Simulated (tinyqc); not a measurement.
What each parameter does: strained quantum well: band edges, subbands and transparency.

Growth on (001), barriers unstrained: tr(e) = e (2 - nu2), Z = b e (1 + nu2); Ec = Ev + Eg + ac tr(e), E_HH = Ev + av tr(e) + Z, E_LH = Ev + av tr(e) - Z (coupling to the split-off band left out).

Masses along z: me, 1/(g1 - 2 g2) for HH, 1/(g1 + 2 g2) for LH, likewise in the barrier; in the plane me, 1/(g1 + g2) for HH and 1/(g1 - g2) for LH (no mixing, which understates the hole masses away from k = 0). Level n solves k L + 2 atan[(k/m)/(kappa/mb)] = n pi, k = sqrt(m E/c), kappa = sqrt(mb (V - E)/c), c = hbar^2/2m0.

Transparency (Bernard-Duraffourg): Fc - Fv equals the lowest transition energy with n = p, n = sum m/(2 pi c) kB T ln(1 + exp((Fc - E)/kB T)) and p likewise over the listed subbands; c = hbar^2/2m0, 1/angstrom^2 = 1e16/cm^2.

Constants: hbar^2/2m0 = 3.80998211 eV angstrom^2; kB = 8.617333262e-05 eV/K; hc = 1239.841984 eV nm.

Values chosen for the exercise (near those of an InGaAs/AlGaAs well; not measured data): e = -0.0148 (strain in the plane); nu2 = 0.952 (2 C12/C11); Eg = 1.116 eV (unstrained gap of the well); Ev = -0.756 eV (its valence edge); ac = -6.73 eV; av = 1.13 eV (Ev moves by av tr(e)); b = -1.96 eV (shear potential); Egb = 1.67 eV (gap of the barrier); Evb = -0.905 eV (its valence edge); L = 42 angstrom (well width); me = 0.0569 m0 (electron mass); g1 = 9.71 (gamma1); g2 = 3.41 (gamma2); meb = 0.084 m0; g1b = 6.3; g2b = 1.8; T = 350 K (temperature).

Edge wavelength, hh1 - lh1 and n_tr.

Results for these values:
```
case  wavelength (nm)  hh1 - lh1 (meV)  n_tr (1e12/cm^2)
base            939.4            126.3             0.603
```

What happens to each result for e = -0.0168, all else kept?

Answer: wavelength falls from 939.4 to 934.7; hh1 - lh1 rises from 126.3 to 137.1; n_tr falls from 0.603 to 0.599.

The same for each parameter in turn:
```
case             wavelength (nm)  hh1 - lh1 (meV)  n_tr (1e12/cm^2)
base                       939.4            126.3             0.603
L = 52 angstrom            961.9            128.4             0.621
e = -0.0168                934.7            137.1             0.599
Eg = 1.096 eV              951.4            126.3             0.603
b = -2.25 eV               945.1            139.2             0.598
ac = -6.06 eV              945.6            126.3             0.603
me = 0.0626 m0             941.0            126.3             0.634
g1 = 10.29                 937.4            123.7             0.587
T = 390 K                  939.4            126.3             0.684
```

(tinyqc, `OMP_NUM_THREADS=1 python tinyqc.py 1250025 1250026 out.jsonl`, Intel(R) Xeon(R) Processor @ 2.30GHz, 1 thread, shared host, about 0.01 s.)
